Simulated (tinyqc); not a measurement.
Potential-pH (Pourbaix) lines of a metal, its cation, its oxide and an oxyanion, with a complexing ligand: one step, computed by the program tinyqc.

Potentials are against the standard hydrogen electrode; solids and water have unit activity; dG_f of M, H+ and the electron is zero; F = e N_A and s = R T ln(10)/F. The cation carries z = 2.

Task: Standard potentials. M2+ + 2e = M; MO + 2H+ + 2e = M + H2O; MO2(2-) + 4H+ + 2e = M + 2H2O. For each, E0 = -dG/(z F), and E = E0 + (s/z) log10 a - (s n_H/z) pH, with no activity term for the oxide.

Inputs (values chosen for the exercise, modelled on iron):
```
quantity                value    unit
dG_f of the cation     -77.73  kJ/mol
dG_f of the oxide     -251.81  kJ/mol
dG_f of the oxyanion   -320.1  kJ/mol
dG_f of water         -237.14  kJ/mol
temperature T          298.15       K
```

Species: M, M2+, MO, MO2(2-).

Constants: R = 8.314462618 J/(mol K); e = 1.602176634e-19 C; N_A = 6.02214076e+23 1/mol.

Give: s; E0.

Result:

s = 0.05916 V

E0 (V): cation -0.4028, oxide -0.0760, oxyanion 0.7990

The metal is less noble than hydrogen.
